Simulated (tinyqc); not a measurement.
Global model of a low-pressure process discharge: electron temperature, density, ion flux and ion energy: one step, computed by the program tinyqc. Command: `OMP_NUM_THREADS=1 python tinyqc.py 3113619 3113620 out.jsonl plasma walk`. One thread of a shared host (Intel(R) Xeon(R) Processor @ 2.30GHz), about 0.01 s of CPU time with the checks.

Maxwellian electrons with temperature T_e in eV, one positive ion, no negative ions, uniform bulk density n; rate constants have the Arrhenius form.

Question. Biased electrode. All bias power goes to ions: V_b = P_b/(J pi r^2). Debye length at the sheath edge lambda_D = sqrt(eps_0 T_e/(e h_L n)); Child-law sheath s = (sqrt2/3) lambda_D (2 V/T_e)^(3/4), V = V_b + V_s; ion transit time tau_i = 3 s sqrt(M/(2 e V)); collisions in the sheath s/lambda_i.

Inputs (values chosen for the exercise, of the order of those of an inductive discharge in a simple atomic gas):

| quantity | value | unit |
|---|---|---|
| ion mass M | 35.5 | u |
| gas temperature T_g | 500 | K |
| bias power P_b | 46 | W |
| radius of the biased electrode | 7.5 | cm |
| bias frequency | 2 | MHz |

ion current density J = 10.82417 mA/cm^2

T_e = 3.982222 eV

h_L = 0.4009467

plasma density n = 5.121750e+11 1/cm^3

wall potential V_s = 18.39753 V

ion mean free path = 2.124075 cm

Constants: eps_0 = 8.8541878128e-12 F/m; e = 1.602176634e-19 C; u = 1.6605390666e-27 kg.

Give: bias voltage V_b; lambda_D; sheath width s; ion transit time; transit time over bias period; s/lambda_i.

Answer.

bias voltage V_b = 24.05 V

lambda_D = 32.74 micrometre

sheath width s = 0.1531 mm

ion transit time = 30.24 ns

transit time over bias period = 0.06048

s/lambda_i = 0.007208

Ions cross within a small part of a period and sample the instantaneous voltage: a broad, two-peaked energy distribution. The sheath is nearly free of collisions.
